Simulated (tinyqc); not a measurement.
Centre against ionicity: Wannier function of the lower band of a two-orbital chain.

H(k) = [[-d/2 - 2 ta cos k, -t1 - t2 exp(-ik)], [-t1 - t2 exp(ik), d/2 - 2 tb cos k]], k in 1/a, Bloch sums with exp(ikR) and without the positions inside the cell. Mesh k_j = 2 pi j/N. Projection gauge: each lower eigenvector u is multiplied by the phase that makes <trial|u> real and positive (the one-band case of Loewdin orthogonalisation). Wannier amplitudes w(R) = (1/N) sum_k exp(ikR) u(k); hoppings H(R) = (1/N) sum_k exp(-ikR) E(k).

Inputs chosen for the exercise: t1 = 2.09 eV (A-B in the cell); t2 = 0.73 eV (B to A of the next cell); ta = 0.15 eV (A-A between cells); tb = -0.04 eV (B-B between cells); xb = 0.67 a (position of B (A at 0)).

N = 24, d varied. Overlaps M_j = u_j^+ diag(1, exp(-i b xb)) u_(j+1), b = 2 pi/N; centre -(1/2 pi) sum arg M_j folded into [0, 1); Omega_I = (1/(N b^2)) sum (1 - |M_j|^2); charge moved is -2 times the shift of the centre from its value at d = 0 (a doubly filled band); weight on A averaged over the mesh.

Against d:

| d (eV) | centre (a) | charge moved (e) | weight on A | Omega_I (a^2) |
|---|---|---|---|---|
| -6.0 | 0.6156 | -0.5319 | 0.096 | 0.0371 |
| -3.0 | 0.5457 | -0.3921 | 0.210 | 0.0758 |
| -1.5 | 0.4692 | -0.2392 | 0.325 | 0.1068 |
| 0.0 | 0.3496 | 0.0000 | 0.492 | 0.1290 |
| 0.5 | 0.3042 | 0.0909 | 0.553 | 0.1283 |
| 1.5 | 0.2201 | 0.2591 | 0.667 | 0.1132 |
| 3.0 | 0.1318 | 0.4357 | 0.791 | 0.0794 |
| 6.0 | 0.0551 | 0.5890 | 0.907 | 0.0372 |

Give the missing row, d (eV) = -0.5.

Computed row:
```
d (eV)  centre (a)  charge moved (e)  weight on A  Omega_I (a^2)
-0.5        0.3936           -0.0880        0.432         0.1248
```

For large positive d the function sits on A (centre 0.055) and for large negative d on B at 0.67 (centre 0.616); at d = 0 it lies at 0.350, on the bond inside the cell, the stronger one. Among these rows the spread is largest at d = 0 eV.

Computed by tinyqc, a small Python program: `OMP_NUM_THREADS=1 python tinyqc.py 1452579 1452580 out.jsonl` (the numbers bound the seed that draws the inputs); one thread of a shared host (Intel(R) Xeon(R) Processor @ 2.30GHz), about 0.1 s for the whole set of steps.
